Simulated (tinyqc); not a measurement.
Inside a calculation: Landau levels of a parabolic two-dimensional band. Values are carried at full precision from step to step, so a last printed digit may differ when a step is redone from the rounded ones.

In a field B along z: l = 1/sqrt((e/hbar) B) is the magnetic length, n_B = B/(h/e) the number of states per area in one level, hbar wc = 2 muB B/m for mass m in m0; 1/angstrom^2 = 1e16/cm^2.

Constants: e/hbar = 1.519267448e-05 1/(T angstrom^2); h/e = 413566.7697 T angstrom^2; hbar^2/2m0 = 3.80998211 eV angstrom^2; muB = 5.788381798e-05 eV/T; e^2/h = 3.874045865e-05 S.

Values chosen for the exercise (near those of a two-dimensional electron gas in Ge (111); not measured data):
- B = 13.8 T (magnetic field)
- n = 7.4 x 1e11/cm^2 (electron sheet density)
- m = 0.0814 m0 (mass)
- gs = 0.93 (g factor)
- gv = 1 (valleys)

## Scales set by the field

Give l, n_B and the filling factor nu = n/n_B.

l = 69.06 angstrom
n_B = 3.3368 x 1e11/cm^2
nu = 2.218

## The lowest levels

E(N, s) = (N + 1/2) hbar wc + s gs muB B with s = +/-1/2.

List the eight lowest, in meV, with the gap to the next.

Levels:
```
label  E (meV)  gap above (meV)
0-       9.442            0.743
0+      10.185           18.884
1-      29.068            0.743
1+      29.811           18.884
2-      48.695            0.743
2+      49.438           18.884
3-      68.321            0.743
3+      69.064           18.884
```

The largest of these gaps, 18.88 meV, first occurs above level 0+ and is kB T at 219 K.

## Where EF lies

Each listed level takes n_B electrons. At zero temperature and without broadening EF sits in the partly filled level.

Fill the listed levels in order up to nu; give the partly filled level, its energy and its filled share.

level: 1-

EF = 29.068 meV
filled share = 0.218

## Fields of the Hall plateaus

A plateau is centred where nu = n/n_B equals 1, 2, 3, 4, 5, 6; there rho_xy = h/(nu e^2).

Plateaus:
```
nu   B (T)  1/B (1/T)  rho_xy (kohm)
1   30.604     0.0327        25.8128
2   15.302     0.0654        12.9064
3   10.201     0.0980         8.6043
4    7.651     0.1307         6.4532
5    6.121     0.1634         5.1626
6    5.101     0.1961         4.3021
```

These counts hold wherever the levels are resolved.

## Checks

- Level spacing from finite differences in the Landau gauge against hbar wc, meV: 19.61 against 19.63.

tinyqc: `OMP_NUM_THREADS=1 python tinyqc.py 1250654 1250655 out.jsonl`; about 0.01 s, one thread, shared Intel(R) Xeon(R) Processor @ 2.30GHz.
